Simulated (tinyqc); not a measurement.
Admittance spectroscopy and thermally stimulated current of one trap level in a depletion layer: one step, computed by the program tinyqc. Command: `OMP_NUM_THREADS=1 python tinyqc.py 3113896 3113897 out.jsonl admit walk`. One thread of a shared host (Intel(R) Xeon(R) Processor @ 2.30GHz), about 0.01 s of CPU time with the checks.

A Schottky junction on n-type material holds one donor-like electron trap; shallow donors are fully ionised and abrupt depletion edges are assumed.

Problem. Temperature of the peak. N_c = 2 (2 pi m k_B T/h^2)^(3/2), v_th = sqrt(3 k_B T/m), emission rate e_n = sigma v_th N_c exp(-E_t/(k_B T)). Where the level crosses the Fermi level capture equals emission, so the trap follows the signal with the rate 2 e_n; G/omega peaks at omega = 2 e_n (the correction for large N_t/N is left out). Solve 2 e_n(T_p) = 2 pi f.

Inputs (values chosen for the exercise, modelled on n-type GaN):

| quantity | value | unit |
|---|---|---|
| density-of-states mass m | 0.194 | m_0 |
| shallow doping N | 4e+15 | 1/cm^3 |
| trap depth E_t below the band | 0.437 | eV |
| capture cross section sigma | 1.3e-15 | cm^2 |
| test frequency f | 100000 | Hz |

Constants: k_B = 1.380649e-23 J/K; m_0 = 9.1093837015e-31 kg; h = 6.62607015e-34 J s; k_B = 8.617333262e-05 eV/K.

Give: peak temperature T_p; N_c at T_p; e_n at T_p; E_c - E_F = k_B T_p ln(N_c/N).

Solution.

peak temperature T_p = 392.9 K

N_c at T_p = 3.213e+18 1/cm^3

e_n at T_p = 3.142e+05 1/s

E_c - E_F = k_B T_p ln(N_c/N) = 0.2265 eV
